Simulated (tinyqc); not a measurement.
Worked calculation: exciton in an atomically thin sheet (Rytova-Keldysh potential). Values are carried at full precision from step to step, so a last printed digit may differ when a step is redone from the rounded ones.

Constants: Ry = 13.60569312 eV; a0 (Bohr radius) = 0.5291772105 angstrom; hbar^2/2m0 = 3.80998211 eV angstrom^2; e^2/(4 pi eps0) = 14.39964547 eV angstrom.

Parameters, chosen for this exercise (near those of a MoTe2 monolayer; not measured data):
```
symbol  value                                 unit          meaning
me      0.566                                 m0            electron mass
mh      0.636                                 m0            hole mass
kap     2.45                                                mean dielectric constant of the surroundings
Eg      1.374                                 eV            gap, in these surroundings
al      (0.000475, 0.00214, 0.00962, 0.0433)  1/angstrom^2  exponents a_i
r0      72.5                                  angstrom      screening length of the sheet
```

## Exciton units

1/mu = 1/me + 1/mh, Ry* = Ry mu/kap^2, a* = a0 kap/mu.

mu = 0.29948 m0
Ry* = 678.825 meV
a* = 4.33 angstrom

## Hydrogen-like series

Binding Ry*/n^2 in three dimensions and Ry*/(n - 1/2)^2 in two; strengths relative to n = 1 go as 1/n^3 and (1/2)^3/(n - 1/2)^3. Lines at Eg less the binding.

Series:
```
n  3D binding (meV)  3D line (eV)  3D strength  2D binding (meV)  2D line (eV)  2D strength
1            678.82        0.6952       1.0000           2715.30       -1.3413       1.0000
2            169.71        1.2043       0.1250            301.70        1.0723       0.0370
3             75.42        1.2986       0.0370            108.61        1.2654       0.0080
4             42.43        1.3316       0.0156             55.41        1.3186       0.0029
```

The two-dimensional value exceeds the gap: with bare Coulomb screening the model fails here, and the screening of the sheet itself is needed.

## Overlap and kinetic matrices

Relative motion in the plane with V(k) = -2 pi q/(k (kap + r0 k)), q = e^2/(4 pi eps0), c = hbar^2/2m0. Normalised Gaussians exp(-a_i r^2): with A = a_i + a_j, S_ij = 2 sqrt(a_i a_j)/A, T_ij = (4c/mu)(a_i a_j/A) S_ij, V_ij = -q S_ij times the integral over k from 0 to infinity of exp(-k^2/4A)/(kap + r0 k).

Form S and T.

S, lower triangle:
```
         1        2        3        4
1  1.00000
2  0.77110  1.00000
3  0.42350  0.77164  1.00000
4  0.20720  0.42368  0.77133  1.00000
```

T (eV), lower triangle:
```
         1        2        3        4
1  0.01209
2  0.01525  0.05445
3  0.00976  0.06874  0.24477
4  0.00495  0.04397  0.30896  1.10172
```

## Potential matrix

Evaluate the integrals numerically.

V (eV), lower triangle:
```
          1         2         3         4
1  -0.18068
2  -0.18817  -0.27858
3  -0.14562  -0.27474  -0.39651
4  -0.09681  -0.19936  -0.37336  -0.52837
```

## Levels in the small basis

Solve (T + V) u = E S u; give the two lowest levels and the ground vector with u S u = 1 and its largest component positive.

levels (eV): -0.2334  -0.0889

ground vector: 0.069  0.744  0.236  0.022

## The converged series

Converged values use 20 Gaussians with exponents 2^i/b^2, i = -11 to 8, b the larger of a0 kap/(2 mu) and sqrt(a0 r0/mu), a0 = 0.5291772 angstrom; p states use r exp(i theta) exp(-a r^2).

Levels against the two-dimensional hydrogen series Ry*/(n - 1/2)^2; eps_n is the dielectric constant that would give each level in that series.

Series:
```
state  binding (meV)  hydrogen (meV)  eps_n  Eg + E (eV)
1s             233.5          2715.3   8.35        1.140
2p             113.8           301.7   3.99        1.260
2s              89.9           301.7   4.49        1.284
3p              58.4           108.6   3.34        1.316
3s              48.9           108.6   3.65        1.325
```

eps_n falls from 8.35 (1s) to 3.65 (3s) towards kap = 2.45: larger orbits see less of the sheet. 2p is bound 23.9 meV more strongly than 2s, which pure Coulomb attraction keeps degenerate. The small basis misses the 1s binding by 0.1 meV.

## Checks

- 1s binding for r0 = 0 against 4 Ry*, meV: 2714 against 2715.
- 2p binding for r0 = 0 against 4 Ry*/9, meV: both 301.7.

tinyqc: `OMP_NUM_THREADS=1 python tinyqc.py 1281913 1281914 out.jsonl`; about 0.03 s, one thread, shared Intel(R) Xeon(R) Processor @ 2.30GHz.
